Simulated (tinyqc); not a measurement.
Bloch-Grueneisen resistivity of a metal: one step, computed by the program tinyqc.

Electrons scatter from a Debye spectrum of phonons (n = 5 for scattering within one band, n = 3 for scattering into a second, heavy band) and from static defects.

Task: Total resistivity and derived numbers. J_n(y) = int_0^y x^n e^x/(e^x - 1)^2 dx, by 96 Gauss-Legendre points (upper limit at most 60). rho_ph = (n - 1) rho_1 (T/Theta)^n J_n(Theta/T), with rho_1 = 2 pi lambda_tr k_B Theta/(hbar eps_0 w_p^2), the high-temperature line at T = Theta. Matthiessen's rule: rho = rho_0 + rho_ph. Temperature coefficient (1/rho) d rho/dT by a central difference of +/- 0.5 K; residual ratio rho(295 K)/rho(4.2 K); scattering time tau = 1/(eps_0 w_p^2 rho); Wiedemann-Franz kappa = L_0 T/rho, L_0 = (pi^2/3)(k_B/e)^2.

Inputs (values chosen for the exercise, modelled on copper): exponent n = 5; Debye temperature Theta = 344 K; transport coupling lambda_tr = 0.12; Drude plasma energy hbar w_p = 8.7 eV; residual resistivity rho_0 = 0.53 microohm cm; temperature T = 200 K.

Addition: none.

Constants: k_B = 1.380649e-23 J/K; hbar = 1.054571817e-34 J s; eps_0 = 8.8541878128e-12 F/m; hbar = 6.582119569e-16 eV s; k_B = 8.617333262e-05 eV/K.

Give: resistivity rho; temperature coefficient; residual resistance ratio; scattering time; Wiedemann-Franz conductivity.

Result:

resistivity rho = 1.618 microohm cm

temperature coefficient = 4.407 1e-3/K

residual resistance ratio = 4.297

scattering time = 39.96 fs

Wiedemann-Franz conductivity = 302.0 W/(m K)

Caution: below about Theta/2 small-angle phonon scattering degrades heat flow more than charge flow, so a thermal conductivity taken from rho by the Wiedemann-Franz law would be too high.
